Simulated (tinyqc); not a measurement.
Semiconductor laser, carrier and photon rate equations: two steps of the calculation.

Carrier density N and photon density S in one mode: dN/dt = F1 = eta I/(q V) - (A N + B N^2 + C N^3) - vg g S; dS/dt = F2 = G vg g S + G be B N^2 - S/tp, with g = g0 ln(N/Ntr)/(1 + ec S). Output power P = Fo Eph S V/(G tp). No heating, no carrier transport.

Inputs (values chosen for the exercise):
- V = 6e-11 cm^3 (active volume)
- G = 0.049 (confinement factor)
- vg = 8.04e9 cm/s (group velocity)
- g0 = 1400 1/cm (gain coefficient)
- Ntr = 1.3e18 cm^-3 (transparency density)
- ec = 9.2e-18 cm^3 (gain compression)
- tp = 2.6 ps (photon lifetime)
- A = 3.9e7 1/s (defect recombination coefficient)
- B = 7.8e-11 cm^3/s (radiative coefficient)
- C = 1.6e-29 cm^6/s (Auger coefficient)
- be = 1.6e-5 (share of spontaneous emission into the mode)
- eta = 0.87 (injection efficiency)
- Fo = 0.55 (share of cavity losses that is output)
- Eph = 1.46 eV (photon energy)
- I = 22 mA (drive current)

Constants: q = 1.602176634e-19 C. Results are converted to the units shown.

Problem 1. Threshold. gth = 1/(G vg tp), Nth = Ntr exp(gth/g0), Ith = q V (A Nth + B Nth^2 + C Nth^3)/eta. Above it S is near G tp eta (I - Ith)/(q V). Carrier lifetime at threshold Nth/(A Nth + B Nth^2 + C Nth^3).

Give: gth; Nth; Ith; estimate of S; carrier lifetime.

Solution 1.

gth = 976.28 1/cm
Nth = 2.6109e18 cm^-3
Ith = 10.147 mA
estimate of S = 1.3666e14 cm^-3
carrier lifetime = 2.8431 ns

Problem 2. Power, relaxation frequency, damping and bandwidth. Jacobian, with a = g0/(N (1 + ec S)) and d = g/(1 + ec S): J11 = -(A + 2 B N + 3 C N^2) - vg a S, J12 = -vg d, J21 = G vg a S + 2 G be B N, J22 = G vg d - 1/tp. wR^2 = det J, gamma = -trace J, fR = wR/(2 pi); the response wR^2/(wR^2 - w^2 + i gamma w) falls to 1/sqrt(2) at w^2 = x + sqrt(x^2 + wR^4), x = wR^2 - gamma^2/2 (f3dB = w/(2 pi)).

N = 2.613204167e18 cm^-3
S = 1.364407450e14 cm^-3

Give: P; fR; gamma; f3dB.

Solution 2.

P = 8.267 mW
fR = 2.393 GHz
gamma = 1.847 1/ns
f3dB = 3.709 GHz

tinyqc, about 0.01 s, one thread, Intel Xeon 2.30GHz (shared host): `OMP_NUM_THREADS=1 python tinyqc.py 2840045 2840046 out.jsonl`
